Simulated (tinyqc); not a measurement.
Pariser-Parr-Pople SCF with singles CI, for the molecule C=CC1=CC=C(N)C1=C (SMILES; centres numbered as the heavy atoms are written), step by step. One step of it, computed by the program tinyqc.

Problem. Singles CI, singlets. Over the 9 single excitations with the smallest orbital gaps: A = (e_a - e_i) delta + 2 (ia|jb) - (ij|ab), with (pq|rs) = sum c_mp c_mq gamma_mn c_nr c_ns. f = 2/3 w |mu|^2 in atomic units, mu = sqrt2 sum c_ia sum_m c_mi c_ma R_m.

orbital energies (eV): -14.005294  -11.910538  -10.497763  -9.964844  -7.797267  -2.819652  -0.397273  1.625429  2.483850

coefficients:
```
         MO1        MO2        MO3        MO4        MO5        MO6        MO7        MO8
1C  0.078194  -0.275154  -0.358899  -0.362533  -0.443038   0.227552   0.592944   0.034921
2C  0.173898  -0.421654  -0.385965  -0.336345  -0.148677  -0.068443  -0.571842  -0.054652
3C  0.353781  -0.444306  -0.086853   0.043916   0.477371  -0.253078  -0.072380   0.057763
4C  0.282343  -0.228017  -0.190762   0.500864   0.275093   0.366334   0.291219  -0.366950
5C  0.320692   0.079271  -0.154518   0.528723  -0.401041   0.182085  -0.227593   0.571927
6C  0.497322   0.353781  -0.027483   0.059304  -0.366223  -0.376479  -0.034660  -0.570900
7N  0.355491   0.579119  -0.338537  -0.376416   0.416550   0.261770   0.002706   0.195455
8C  0.468111  -0.135392   0.476419  -0.170639   0.002539  -0.308129   0.326720   0.360796
9C  0.251182  -0.109291   0.558638  -0.220855  -0.097875   0.637909  -0.267608  -0.190789

          MO9
1C   0.238900
2C  -0.416043
3C   0.606179
4C  -0.389484
5C   0.120664
6C   0.142313
7N  -0.041287
8C  -0.417826
9C   0.198969
```

repulsion gamma_rs (eV), lower triangle:
```
           1C         2C         3C         4C         5C         6C         7N         8C
1C  11.130000
2C   5.343860  11.130000
3C   3.871868   5.345419  11.130000
4C   2.856267   3.801054   5.345883  11.130000
5C   2.416563   2.928723   4.045718   5.344399  11.130000
6C   2.581014   2.928725   4.045722   4.045485   5.345419  11.130000
7N   2.240465   2.416234   3.094118   3.094031   4.084213   5.923463  16.800000
8C   3.413640   3.800261   5.345136   4.046143   4.046425   5.346514   4.084367  11.130000
9C   3.528482   3.317682   3.800327   2.928702   2.928794   3.800839   3.532080   5.344399

           9C
9C  11.130000
```

Centres (angstrom, eV; a flat drawing with bonds scaled to 1.40 angstrom):
```
centre          x          y  core charge z          W   gamma_rr
1C      -2.787000   0.610000              1  11.160000  11.130000
2C      -2.076000  -0.597000              1  11.160000  11.130000
3C      -0.676000  -0.584000              1  11.160000  11.130000
4C       0.157000  -1.709000              1  11.160000  11.130000
5C       1.485000  -1.264000              1  11.160000  11.130000
6C       1.472000   0.136000              1  11.160000  11.130000
7N       2.597000   0.969000              2  25.600000  16.800000
8C       0.137000   0.556000              1  11.160000  11.130000
9C      -0.308000   1.884000              1  11.160000  11.130000
```

Give: singlet CI matrix; singlet excitation energies; oscillator strengths.

Solution.

singlet CI matrix (eV), lower triangle:
```
        5>6     4>6     5>7     3>6     2>6     5>8    4>7    3>7
5>6   1.872
4>6   0.184   4.378
5>7   0.442   0.405   4.460
3>6  -0.246  -0.284  -0.161   4.814
2>6   0.345  -0.081   0.074  -0.044   5.638
5>8   0.294  -0.477  -0.190   0.225   0.065   6.180
4>7  -0.007   0.238  -0.024   0.069  -0.036  -0.124  6.646
3>7   0.057   0.264   0.216  -0.198   0.045   0.001  0.228  7.058
5>9  -0.209  -0.010   0.186   0.090   0.184   0.095  0.019  0.194

       5>9
5>9  6.969
```

singlet excitation energies (eV): 1.712  3.952  4.506  4.966  5.659  6.317  6.583  6.966  7.354

oscillator strengths: 0.092  0.137  0.156  0.727  0.219  0.546  0.126  0.346  0.658
